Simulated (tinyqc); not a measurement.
Composition against offsets: model-solid line-up of a strained alloy layer on a substrate.

All values of the alloy are linear in x but the gap, Eg(x) = (1 - x) Eg_A + x Eg_B - C x (1 - x), and the valence edge, Ev(x) = (1 - x) Ev_A + x Ev_B + fv C x (1 - x); Ec = Ev + Eg. Ev is the top of the unstrained valence band on a scale common to all materials. In the layer only the Gamma valley of the conduction band is followed, also where an X or L valley would lie lower.

Coherent growth on a (001) face: e_par = (a_s - a)/a, e_perp = -2 (C12/C11) e_par; exx = eyy = e_par, ezz = e_perp, no shear.

Strained edges: Ec + ac tr(e); the valence edges are Ev plus the levels of the 6 x 6 matrix of X, Y, Z times spin with -Dso/3 + l exx + m (eyy + ezz) on the diagonal (cyclic), n exy off it, l = av + 2 b, m = av - b, n = sqrt(3) d. Spin-orbit term (Dso/3) L.sigma on X, Y, Z with (L_k)_ij = -i epsilon_kij: <X+|H|Y+> = -i Dso/3, <X+|H|Z-> = Dso/3, <Y+|H|Z-> = -i Dso/3, <Z+|H|X-> = -Dso/3, <Z+|H|Y-> = i Dso/3, <X-|H|Y-> = i Dso/3, and their conjugates; + and - are the spin along z.

dEc = Ec(substrate) - Ec(layer), dEv = Ev(layer) - Ev(substrate); positive values confine the carrier in the layer. Type I: both of one sign; type II: opposite signs; type III: the gaps do not overlap.

Inputs chosen for the exercise (A near AlAs, B near GaAs, substrate near GaAs; not measured data): a = (5.659, 5.65) angstrom (lattice constant of A, B); Eg = (3.109, 1.538) eV (gap at Gamma to the s-like level of A, B); Dso = (0.283, 0.343) eV (spin-orbit splitting of A, B); Ev = (-1.33, -0.81) eV (top of the unstrained valence band of A, B); ac = (-5.68, -7.15) eV (conduction deformation potential of A, B); av = (2.44, 1.17) eV (valence hydrostatic potential of A, B); b = (-2.3, -2) eV (tetragonal shear potential of A, B); d = (-3.45, -4.81) eV (trigonal shear potential of A, B); C11 = (125, 121.3) GPa (of A, B); C12 = (54.2, 56) GPa (of A, B); C44 = (54.3, 60.6) GPa (of A, B); C = 0.381 eV (bowing of the gap); fv = 0.2 (share of the bowing taken by the valence edge); a_s = 5.65 angstrom (substrate); Eg_s = 1.538 eV (lowest gap of the substrate); Ev_s = -0.81 eV (substrate valence edge); face = 001 (growth face).

Each composition is strained to the same substrate.

Results:

| x | e_par (%) | relaxed gap (eV) | strained gap (eV) | valence splitting (meV) | dEc (eV) | dEv (eV) | type |
|---|---|---|---|---|---|---|---|
| 0.02 | -0.16 | 3.070 | 3.078 | 13 | -1.034 | -0.506 | I |
| 0.07 | -0.15 | 2.974 | 2.982 | 12 | -0.967 | -0.476 | I |
| 0.12 | -0.14 | 2.880 | 2.887 | 12 | -0.902 | -0.447 | I |
| 0.17 | -0.13 | 2.788 | 2.795 | 11 | -0.838 | -0.419 | I |
| 0.22 | -0.12 | 2.698 | 2.704 | 10 | -0.776 | -0.390 | I |
| 0.27 | -0.12 | 2.610 | 2.615 | 10 | -0.715 | -0.362 | I |
| 0.32 | -0.11 | 2.523 | 2.529 | 9 | -0.656 | -0.335 | I |
| 0.37 | -0.10 | 2.439 | 2.444 | 8 | -0.598 | -0.308 | I |

What does the comparison show?

The layer stays under compression over this range. The strained gap runs from 3.078 to 2.444 eV, against 3.070 to 2.439 eV for the relaxed alloy: strain adds to the change. The line-up is type I throughout, with the layer as the barrier. Where the alloy is indirect its X or L edge, left out, lies lower and sets the real gap and dEc.

Program tinyqc; command `OMP_NUM_THREADS=1 python tinyqc.py 1051080 1051081 out.jsonl`; about 0.02 s on one thread of a shared Intel(R) Xeon(R) Processor @ 2.30GHz.
